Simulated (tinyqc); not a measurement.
What each parameter does: shallow donor in an anisotropic valley (effective-mass theory).

One valley: H = -c [(d2/dx2 + d2/dy2)/mt + (d2/dz2)/ml] - q/(eps r), c = hbar^2/2m0, q = e^2/(4 pi eps0). Trial function exp(-sqrt((x^2 + y^2)/a^2 + z^2/b^2)) with a > b: T = (c/3)(2/(mt a^2) + 1/(ml b^2)), V = -(q/eps) atan(u/b)/u, u = sqrt(a^2 - b^2). The central cell of the impurity is left out.

Constants: hbar^2/2m0 = 3.80998211 eV angstrom^2; e^2/(4 pi eps0) = 14.39964547 eV angstrom.

Values chosen for the exercise (out of a larger set: near those of 3C SiC; not measured data):

| symbol | value | unit | meaning |
|---|---|---|---|
| ml | 0.666 | m0 | longitudinal mass |
| mt | 0.257 | m0 | transverse mass |
| eps | 9.8 |  | dielectric constant |

The minimum of the trial energy.

One parameter was then changed.

Results before and after:

| case | E (meV) | a (angstrom) | b (angstrom) | b/a |
|---|---|---|---|---|
| base | -48.62 | 16.74 | 11.95 | 0.714 |
| changed | -60.30 | 15.03 | 10.73 | 0.714 |

Which of these changes was made? (a) mt = 0.231 m0; (b) eps = 8.8; (c) ml = 0.533 m0.
Answer: (b) eps = 8.8. Of the candidates, run in turn, only this one gives the changed row.

All candidates:

| case | E (meV) | a (angstrom) | b (angstrom) | b/a |
|---|---|---|---|---|
| base | -48.62 | 16.74 | 11.95 | 0.714 |
| ml = 0.533 m0 | -45.66 | 17.44 | 13.46 | 0.772 |
| mt = 0.231 m0 | -44.98 | 18.28 | 12.56 | 0.687 |
| eps = 8.8 | -60.30 | 15.03 | 10.73 | 0.714 |

eps only rescales the solution (E as 1/eps^2, lengths as eps), so b/a depends on ml/mt alone.

Program tinyqc; command `OMP_NUM_THREADS=1 python tinyqc.py 1250746 1250747 out.jsonl`; about 0.01 s on one thread of a shared Intel(R) Xeon(R) Processor @ 2.30GHz.
